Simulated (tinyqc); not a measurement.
Stress in a transistor channel from embedded alloy regions, liners and fins, by half-space elasticity: one step, computed by the program tinyqc.

Plane strain in an isotropic half-space, the same constants everywhere; x along the channel from its centre, y downwards from the free surface; stress is positive in tension.

Question. Closed form at the surface. At x = y = 0 the integral is s_xx = -(4/pi) [E e/(1 - nu)] [arctan(2 d/L) - arctan(d/(L/2 + S))].

Inputs (values chosen for the exercise, modelled on silicon):
```
quantity                   value  unit
Young's modulus E            168   GPa
Poisson ratio nu            0.25     -
channel length L              98    nm
length of each stressor S    120    nm
recess depth d                20    nm
```

Stressor: Si(1-x)Ge(x) source and drain.

misfit e = 0.023896

Give: s_xx at the surface.

Answer.

s_xx at the surface = -1838 MPa

For fixed L and S it is largest at d = sqrt((L/2)(L/2 + S)) = 91.0 nm; d is short of that. Caution: at such misfit the regions may relax by dislocations, and linear elasticity is rough.
